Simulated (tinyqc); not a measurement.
Dispersion: Heisenberg magnet: exchange from energy differences, ordering vector, linear spin waves and ordering temperature. Computed by tinyqc, a small Python program. Command: `OMP_NUM_THREADS=1 python tinyqc.py 3012686 3012687 out.jsonl magnon walk`. One thread of a shared host (Intel(R) Xeon(R) Processor @ 2.30GHz), about 0.09 s of CPU time with the checks.

H = -sum over pairs <ij> J_ij S_i.S_j - K sum_i (S_i^z)^2, each pair once, J > 0 ferromagnetic. First neighbours: 6 at a (1, 0, 0), second: 12 at a (1, 1, 0), with all permutations and signs.

Inputs (values chosen for the exercise, for a model magnet):

| quantity | value | unit |
|---|---|---|
| exchange J1 | -12.7 | meV |
| exchange J2 | 4.6 | meV |
| spin S | 1 | - |
| single-ion anisotropy K | 0.86 | meV |
| lattice constant a | 4.6 | angstrom |

Lattice: simple cubic. Order: Neel (nearest neighbours antiparallel).

Method:
- g_s(q) = sum over shell s of cos(q.R), z1 = g1(0). A(q) = S [-J1 g1(0) + J2 (g2(0) - g2(q))] + (2S - 1) K, B(q) = S J1 g1(q), E(q) = sqrt(A^2 - B^2). The factor 2S - 1 removes the anisotropy for S = 1/2.
- sum R_x^2 over the shells is s1 = 2 a^2 and s2 = 8 a^2. Without K, E = c q with c = S sqrt(z1 |J1| (|J1| s1 + J2 s2)); the gap is E(0) = sqrt(k (k + 2 S z1 |J1|)), k = (2S - 1) K.
- J(q) = J1 g1(q) + J2 g2(q), g_s(q) = sum over shell s of cos(q.R).

gap = 11.4806 meV

spin-wave velocity c = 316.687 meV angstrom

Energies (meV); X = (0.5, 0, 0), M = (0.5, 0.5, 0) in 2 pi/a:

| line | fraction of the way | E(q) | sqrt(gap^2 + c^2 q^2) |
|---|---|---|---|
| G-X | 0.10 | 24.51 | 24.49 |
| G-X | 0.25 | 54.66 | 55.28 |
| G-X | 0.50 | 101.90 | 108.75 |
| G-X | 0.75 | 135.97 | 162.62 |
| G-X | 1.00 | 148.50 | 216.59 |
| G-M | 0.10 | 32.64 | 32.67 |
| G-M | 0.25 | 75.21 | 77.32 |
| G-M | 0.50 | 129.80 | 153.37 |
| G-M | 0.75 | 148.71 | 229.69 |
| G-M | 1.00 | 148.50 | 306.09 |

What follows from these numbers?

At the end of the G-X rows the long-wave form is 1.46 times the true energy. At the end of the G-M rows the long-wave form is 2.06 times the true energy. It holds to 5 % in 4 of the ten rows.
